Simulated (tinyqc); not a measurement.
Gate voltage for a given inversion charge.

Problem. p-type body, charge-sheet picture, depletion and inversion only, full ionisation (an idealisation for deep acceptors), Boltzmann statistics (rough once Na exp(x - xn) passes about Nc/7). In units of Vt: xg = (Vg - Vfb)/Vt, x = psi/Vt, G = gamma/sqrt(Vt), xn = (2 phiF + Vc)/Vt. The implicit equation is (xg - x)^2 = G^2 [x - 1 + exp(x - xn)] for x above about 3. Cox = eps0 eox/tox. ni = sqrt(Nc Nv) exp(-Eg/(2 Vt)), Eg in volts; phiF = Vt ln(Na/ni); gamma = sqrt(2 q eps0 eps_r Na)/Cox. N_inv = (Cox Vt G/q) [sqrt(x - 1 + exp(x - xn)) - sqrt(x - 1)]. Find x - xn, psi and Vg.

Inputs (values chosen for the exercise); band and dielectric values those of a made-up semiconductor:

| symbol | value | unit | meaning |
|---|---|---|---|
| T | 250 | K | temperature |
| Eg | 1.41 | eV | band gap |
| eps_r | 9.44 |  | relative permittivity |
| Nc | 1.73e19 | cm^-3 | conduction-band density of states at T |
| Nv | 1.51e19 | cm^-3 | valence-band density of states at T |
| eox | 21.4 |  | relative permittivity of the gate insulator (close to hafnium oxide) |
| tox | 42 | nm | insulator thickness |
| Na | 3.1e16 | cm^-3 | acceptor density |
| Vfb | -0.39 | V | flat-band voltage |
| Vc | 0 | V | channel-body voltage |

Constants: q = 1.602176634e-19 C, kB = 1.380649e-23 J/K, Vt = kB T/q, eps0 = 8.8541878128e-14 F/cm where lengths are in cm. Results are converted to the units shown.

N_inv = 1.5e11 cm^-2

Solution. N_inv rises steadily with x, so it fixes x; the implicit equation then gives xg directly.

x - xn = 3.400
psi = 1.214 V
Vg = 1.097 V

Computed by the program tinyqc: `OMP_NUM_THREADS=1 python tinyqc.py 2122155 2122156 out.jsonl`, one thread of a shared Intel Xeon 2.30GHz, about 0.01 s for the whole run.
